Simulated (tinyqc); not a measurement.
Inside a calculation. Method: Hueckel theory of the pi electrons with the omega technique, for the molecule C1=CC2=CC=CC2=C1 (SMILES; centres numbered as the heavy atoms are written). Computed by tinyqc, a small Python program that keeps every step. Settings: charge = 0, omega = 1.0, damping = 0.7. Command: `OMP_NUM_THREADS=1 python tinyqc.py 20345 20346 out.jsonl` (the two numbers bound the seeds that draw the settings). One thread of a shared host (Intel(R) Xeon(R) Processor @ 2.60GHz), about 0.01 s of CPU time with the checks.

## The Hueckel matrix

Centres:
```
centre,"z_r, pi electrons of the neutral centre",h
1C,1,0.000000
2C,1,0.000000
3C,1,0.000000
4C,1,0.000000
5C,1,0.000000
6C,1,0.000000
7C,1,0.000000
8C,1,0.000000
```

Bonds:
```
i,j,k
1,2,1
2,3,1
3,4,1
4,5,1
5,6,1
6,7,1
7,8,1
8,1,1
7,3,1
```

H_rr = alpha + h_r beta, H_rs = k_rs beta for bonded centres.

Hueckel matrix in units of beta (H = alpha + beta A):
```
,1C,2C,3C,4C,5C,6C,7C,8C
1C,0.000000,1.000000,0.000000,0.000000,0.000000,0.000000,0.000000,1.000000
2C,1.000000,0.000000,1.000000,0.000000,0.000000,0.000000,0.000000,0.000000
3C,0.000000,1.000000,0.000000,1.000000,0.000000,0.000000,1.000000,0.000000
4C,0.000000,0.000000,1.000000,0.000000,1.000000,0.000000,0.000000,0.000000
5C,0.000000,0.000000,0.000000,1.000000,0.000000,1.000000,0.000000,0.000000
6C,0.000000,0.000000,0.000000,0.000000,1.000000,0.000000,1.000000,0.000000
7C,0.000000,0.000000,1.000000,0.000000,0.000000,1.000000,0.000000,1.000000
8C,1.000000,0.000000,0.000000,0.000000,0.000000,0.000000,1.000000,0.000000
```

## Orbitals, round 1

pi electrons, sum of z_r less the charge = 8

Diagonalise; E = alpha + x beta with beta < 0, so the largest x are filled first; degenerate levels share their electrons. P = sum n_i c_ri c_si; each orbital has its largest coefficient positive (the first on a tie).

x values: 2.342923  1.414214  1.000000  0.470683  0.000000  -1.414214  -1.813607  -2.000000

occupations: 2.000000  2.000000  2.000000  2.000000  0.000000  0.000000  0.000000  0.000000

coefficients:
```
,MO1,MO2,MO3,MO4,MO5,MO6,MO7,MO8
1C,0.271394,0.500000,0.000000,0.512787,0.000000,0.500000,0.404221,0.000000
2C,0.317928,0.353553,0.408248,0.120680,0.500000,-0.353553,-0.366549,-0.288675
3C,0.473486,0.000000,0.408248,-0.455985,0.000000,0.000000,0.260555,0.577350
4C,0.317928,-0.353553,0.408248,0.120680,-0.500000,0.353553,-0.366549,-0.288675
5C,0.271394,-0.500000,0.000000,0.512787,0.000000,-0.500000,0.404221,0.000000
6C,0.317928,-0.353553,-0.408248,0.120680,0.500000,0.353553,-0.366549,0.288675
7C,0.473486,0.000000,-0.408248,-0.455985,0.000000,0.000000,0.260555,-0.577350
8C,0.317928,0.353553,-0.408248,0.120680,-0.500000,-0.353553,-0.366549,0.288675
```

charge and bond-order matrix P:
```
,1C,2C,3C,4C,5C,6C,7C,8C
1C,1.173210,0.649887,-0.210643,-0.057220,0.173210,-0.057220,-0.210643,0.649887
2C,0.649887,0.814617,0.524345,0.314617,-0.057220,-0.352050,-0.142321,0.147950
3C,-0.210643,0.524345,1.197556,0.524345,-0.210643,-0.142321,0.530889,-0.142321
4C,-0.057220,0.314617,0.524345,0.814617,0.649887,0.147950,-0.142321,-0.352050
5C,0.173210,-0.057220,-0.210643,0.649887,1.173210,0.649887,-0.210643,-0.057220
6C,-0.057220,-0.352050,-0.142321,0.147950,0.649887,0.814617,0.524345,0.314617
7C,-0.210643,-0.142321,0.530889,-0.142321,-0.210643,0.524345,1.197556,0.524345
8C,0.649887,0.147950,-0.142321,-0.352050,-0.057220,0.314617,0.524345,0.814617
```

## Omega technique, round 1

h_r = h_r(0) + omega q_r, omega = 1, with q_r = z_r - P_rr; 0.7 of the old diagonal is kept.

matrix after round 1:
```
,1C,2C,3C,4C,5C,6C,7C,8C
1C,-0.051963,1.000000,0.000000,0.000000,0.000000,0.000000,0.000000,1.000000
2C,1.000000,0.055615,1.000000,0.000000,0.000000,0.000000,0.000000,0.000000
3C,0.000000,1.000000,-0.059267,1.000000,0.000000,0.000000,1.000000,0.000000
4C,0.000000,0.000000,1.000000,0.055615,1.000000,0.000000,0.000000,0.000000
5C,0.000000,0.000000,0.000000,1.000000,-0.051963,1.000000,0.000000,0.000000
6C,0.000000,0.000000,0.000000,0.000000,1.000000,0.055615,1.000000,0.000000
7C,0.000000,0.000000,1.000000,0.000000,0.000000,1.000000,-0.059267,1.000000
8C,1.000000,0.000000,0.000000,0.000000,0.000000,0.000000,1.000000,0.055615
```

## Orbitals, round 2

As before.

x values: 2.332039  1.417062  1.018286  0.421873  0.055615  -1.413410  -1.809527  -2.021938

occupations: 2.000000  2.000000  2.000000  2.000000  0.000000  0.000000  0.000000  0.000000

coefficients:
```
,MO1,MO2,MO3,MO4,MO5,MO6,MO7,MO8
1C,0.271607,0.490406,0.000000,0.506858,0.000000,0.509413,0.411491,0.000000
2C,0.323755,0.360210,0.413327,0.120084,0.500000,-0.346770,-0.361611,-0.281356
3C,0.465398,0.000000,0.397897,-0.462876,0.000000,0.000000,0.262965,0.584532
4C,0.323755,-0.360210,0.413327,0.120084,-0.500000,0.346770,-0.361611,-0.281356
5C,0.271607,-0.490406,0.000000,0.506858,0.000000,-0.509413,0.411491,0.000000
6C,0.323755,-0.360210,-0.413327,0.120084,0.500000,0.346770,-0.361611,0.281356
7C,0.465398,0.000000,-0.397897,-0.462876,0.000000,0.000000,0.262965,-0.584532
8C,0.323755,0.360210,-0.413327,0.120084,-0.500000,-0.346770,-0.361611,0.281356
```

charge and bond-order matrix P:
```
,1C,2C,3C,4C,5C,6C,7C,8C
1C,1.142347,0.650897,-0.216415,-0.055699,0.180354,-0.055699,-0.216415,0.650897
2C,0.650897,0.839655,0.519105,0.320651,-0.055699,-0.362704,-0.138741,0.156299
3C,-0.216415,0.519105,1.178344,0.519105,-0.216415,-0.138741,0.545054,-0.138741
4C,-0.055699,0.320651,0.519105,0.839655,0.650897,0.156299,-0.138741,-0.362704
5C,0.180354,-0.055699,-0.216415,0.650897,1.142347,0.650897,-0.216415,-0.055699
6C,-0.055699,-0.362704,-0.138741,0.156299,0.650897,0.839655,0.519105,0.320651
7C,-0.216415,-0.138741,0.545054,-0.138741,-0.216415,0.519105,1.178344,0.519105
8C,0.650897,0.156299,-0.138741,-0.362704,-0.055699,0.320651,0.519105,0.839655
```

## Omega technique, round 2

As before.

matrix after round 2:
```
,1C,2C,3C,4C,5C,6C,7C,8C
1C,-0.079078,1.000000,0.000000,0.000000,0.000000,0.000000,0.000000,1.000000
2C,1.000000,0.087034,1.000000,0.000000,0.000000,0.000000,0.000000,0.000000
3C,0.000000,1.000000,-0.094990,1.000000,0.000000,0.000000,1.000000,0.000000
4C,0.000000,0.000000,1.000000,0.087034,1.000000,0.000000,0.000000,0.000000
5C,0.000000,0.000000,0.000000,1.000000,-0.079078,1.000000,0.000000,0.000000
6C,0.000000,0.000000,0.000000,0.000000,1.000000,0.087034,1.000000,0.000000
7C,0.000000,0.000000,1.000000,0.000000,0.000000,1.000000,-0.094990,1.000000
8C,1.000000,0.000000,0.000000,0.000000,0.000000,0.000000,1.000000,0.087034
```

## Convergence

Each round sets h_r = h_r(0) + omega (z_r - P_rr), keeping the share named as damping of the old diagonal; repeat until output and input diagonals agree to 1e-6.

Rounds:
```
round,sum n x,largest |h(out) - h(in)|
1,10.455640,1.98e-01
2,10.378521,1.19e-01
3,10.339628,7.22e-02
4,10.318946,4.39e-02
5,10.307562,2.67e-02
6,10.301155,1.63e-02
7,10.297499,9.95e-03
8,10.295393,6.08e-03
9,10.294172,3.71e-03
10,10.293460,2.27e-03
11,10.293043,1.38e-03
12,10.292799,8.45e-04
13,10.292654,5.16e-04
14,10.292569,3.16e-04
15,10.292518,1.93e-04
16,10.292488,1.18e-04
17,10.292471,7.20e-05
18,10.292460,4.40e-05
19,10.292454,2.69e-05
20,10.292450,1.64e-05
21,10.292447,1.00e-05
22,10.292446,6.14e-06
23,10.292445,3.75e-06
24,10.292445,2.29e-06
25,10.292444,1.40e-06
26,10.292444,8.57e-07
```

Converged in 26 rounds.

## Energy, charges, bond orders

final x values: 2.316902  1.429916  1.041349  0.358055  0.128839  -1.408349  -1.803795  -2.062917

occupations: 2.000000  2.000000  2.000000  2.000000  0.000000  0.000000  0.000000  0.000000

final P:
```
,1C,2C,3C,4C,5C,6C,7C,8C
1C,1.107271,0.650183,-0.224509,-0.054473,0.190459,-0.054473,-0.224509,0.650183
2C,0.650183,0.871161,0.512580,0.329567,-0.054473,-0.376479,-0.131695,0.165115
3C,-0.224509,0.512580,1.150407,0.512580,-0.224509,-0.131695,0.562500,-0.131695
4C,-0.054473,0.329567,0.512580,0.871161,0.650183,0.165115,-0.131695,-0.376479
5C,0.190459,-0.054473,-0.224509,0.650183,1.107271,0.650183,-0.224509,-0.054473
6C,-0.054473,-0.376479,-0.131695,0.165115,0.650183,0.871161,0.512580,0.329567
7C,-0.224509,-0.131695,0.562500,-0.131695,-0.224509,0.512580,1.150407,0.512580
8C,0.650183,0.165115,-0.131695,-0.376479,-0.054473,0.329567,0.512580,0.871161
```

E = sum n x; q_r = z_r - P_rr; bond order p = P_rs; free valence = sqrt(3) - sum of p over the bonds of the atom.

pi energy = 8 alpha + this times beta = 10.292444

pi charges: 1C -0.107271, 2C 0.128839, 3C -0.150407, 4C 0.128839, 5C -0.107271, 6C 0.128839, 7C -0.150407, 8C 0.128839

Bond orders and lengths from R = 1.517 - 0.180 p (angstrom, C-C alone):
```
bond,p,R
1-2,0.650183,1.399967
2-3,0.512580,1.424736
3-4,0.512580,1.424736
4-5,0.650183,1.399967
5-6,0.650183,1.399967
6-7,0.512580,1.424736
7-8,0.512580,1.424736
8-1,0.650183,1.399967
7-3,0.562500,1.415750
```

free valence of the carbons: 1C 0.431685, 2C 0.569288, 3C 0.144391, 4C 0.569288, 5C 0.431685, 6C 0.569288, 7C 0.144391, 8C 0.569288

gap between the highest filled and the next level = 0.229216 |beta|
